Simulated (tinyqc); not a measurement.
Orbital energy against energy difference: ionisation energy by orbital energies and by energy differences in the 6-31g* basis, for BeH2, spin multiplicity 1. Computed by the program tinyqc with PySCF. The cation is unrestricted; errors are against CCSD(T) in this basis, not against experiment.

Geometry (angstrom):
```
atom,x,y,z
Be,0.0000,0.0000,0.0000
H,0.0000,1.2910,0.1220
H,0.0000,-1.2910,0.1220
```

CCSD(T) difference in the same basis = 11.7107 eV

IP-EOM-CCSD = 11.7634 eV

First vertical ionisation energy (eV):
```
method,-e(HOMO),E(cation) - E,error of -e(HOMO),error of the difference
HF,12.1962,11.376779,0.4855,-0.3339
LDA,7.3490,11.633269,-4.3617,-0.0774
PBE,7.3678,11.655023,-4.3429,-0.0556
B3LYP,8.5677,11.907115,-3.1429,0.1965
PBE0,8.7563,11.840507,-2.9544,0.1298
CAM-B3LYP,10.2569,12.002874,-1.4538,0.2922
LC-wPBE,11.7363,12.158612,0.0257,0.4479
```

What does the comparison show, and why?

Koopmans errs by +0.49 eV and Delta-HF by -0.33 eV: relaxation, 0.82 eV, lowers the value and the missing correlation difference works against it. The PBE level is off by -4.3 eV through the wrong tail of its potential, though its energy difference is off by -0.06 eV; exact exchange deepens the level, and among the orbital energies LC-wPBE comes closest; among the differences PBE does.
